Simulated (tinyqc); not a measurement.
# Worked calculation: undoped symmetric double-gate MOSFET, analytic potential model

tinyqc, about 0.03 s, one thread, Intel Xeon 2.30GHz (shared host): `OMP_NUM_THREADS=1 python tinyqc.py 2440149 2440150 out.jsonl` Printed values are rounded.

An undoped body of thickness ts between two equal insulators and tied gates; long channel, electrons only, n = ni exp((psi - V)/Vt) with V the quasi-Fermi potential (0 at the source, Vd at the drain), constant mobility, no quantisation. Across the body psi(x) = V - 2 Vt ln[(ts/(2 beta)) sqrt(q ni/(2 eps0 eps_r Vt)) cos(2 beta x/ts)], x from the centre. Q is the electron charge per area of the whole body.

Parameters, values chosen for the exercise; material values close to those of silicon:
```
symbol    value        unit                                             meaning
T           300           K                                         temperature
Eg         1.11          eV                                            band gap
eps_r      11.8                      relative permittivity of the semiconductor
Nc      2.79e19       cm^-3              conduction-band density of states at T
Nv      2.62e19       cm^-3                 valence-band density of states at T
eox         7.7                     relative permittivity of the gate insulator
tox         3.5          nm                                 insulator thickness
ts           12          nm                                      body thickness
dphi       0.12           V  gate work function less that of the intrinsic body
mu          780  cm^2/(V s)                                    channel mobility
L             1          um                                         gate length
Vg         0.48           V                                        gate voltage
Vd          0.5           V                                       drain voltage
```

Constants: q = 1.602176634e-19 C, kB = 1.380649e-23 J/K, Vt = kB T/q, eps0 = 8.8541878128e-14 F/cm where lengths are in cm. Results are converted to the units shown.

## Constants of the body

ni = sqrt(Nc Nv) exp(-Eg/(2 Vt)), Eg in volts; r = eps_r tox/(eox ts); V0 = dphi + 2 Vt ln[(2/ts) sqrt(2 eps0 eps_r Vt/(q ni))].

ni = 1.28340e10 cm^-3
r = 0.446970
V0 = 0.588067 V

## Iteration 1: beta at the source by Newton steps

beta at the start = 0.5

With V = 0: f = ln(beta) - ln(cos beta) + 2 r beta tan(beta) - (Vg - V0)/(2 Vt); f' = 1/beta + tan(beta) + 2 r [tan(beta) + beta/cos^2(beta)]; beta(new) = beta - f/f'.

f = 1.77173
f' = 3.61503
beta after iteration 1 = 0.00990004

## Iteration 2: beta at the source by Newton steps

As before.

f = -2.52497
f' = 101.037
beta after iteration 2 = 0.0348905

## Course of the iteration: beta at the source by Newton steps

Stop when beta changes by less than 1e-11, or after 40 iterations. beta must stay between 0 and pi/2.

Course of the iteration:

| iteration | beta | \|change\| |
|---|---|---|
| 1 | 0.00990004 | 0.490 |
| 2 | 0.0348905 | 0.0250 |
| 3 | 0.0788336 | 0.0439 |
| 4 | 0.113054 | 0.0342 |
| 5 | 0.120901 | 7.85e-3 |
| 6 | 0.121159 | 2.57e-4 |
| 7 | 0.121159 | 2.52e-7 |
| 8 | 0.121159 | 2.41e-13 |

Converged in 8 iterations. At the end the number of correct digits about doubles with each step.

## Charges and drain current

beta_s = 0.121159
beta_d = 7.80661e-6

beta (between 0 and pi/2) solves (Vg - V0 - V)/(2 Vt) = ln(beta) - ln(cos beta) + 2 r beta tan(beta). Q = 8 eps0 eps_r Vt beta tan(beta)/ts; I = mu (1/L)(4 eps0 eps_r/ts)(2 Vt)^2 [g(beta_s) - g(beta_d)] per width, g = beta tan(beta) - beta^2/2 + r beta^2 tan^2(beta), with beta_s at V = 0 and beta_d at V = Vd.

Qs = 2.65629 nC/cm^2
Qd = 1.09738e-8 nC/cm^2
g(beta_s) = 0.00750925
g(beta_d) = 3.04716e-11
I = 0.0545317 uA/um

The term r beta^2 tan^2(beta), which gives the square law, makes up 1.30 % of g at the source.

## Potential and electron density across the body at the source

| point | x/ts |
|---|---|
| 0 | 0 |
| 1 | 0.1 |
| 2 | 0.2 |
| 3 | 0.3 |
| 4 | 0.4 |
| 5 | 0.45 |
| 6 | 0.5 |

psi(x) as above with V = 0 and beta = beta_s; n = ni exp(psi/Vt).

| point | psi (V) | n (cm^-3) |
|---|---|---|
| 0 | 0.358938 | 1.37484e16 |
| 1 | 0.358953 | 1.37565e16 |
| 2 | 0.358998 | 1.37807e16 |
| 3 | 0.359074 | 1.38213e16 |
| 4 | 0.359181 | 1.38784e16 |
| 5 | 0.359246 | 1.39132e16 |
| 6 | 0.359318 | 1.39522e16 |

The density at the surface is 1.01 times that at the centre (1/cos^2 beta).
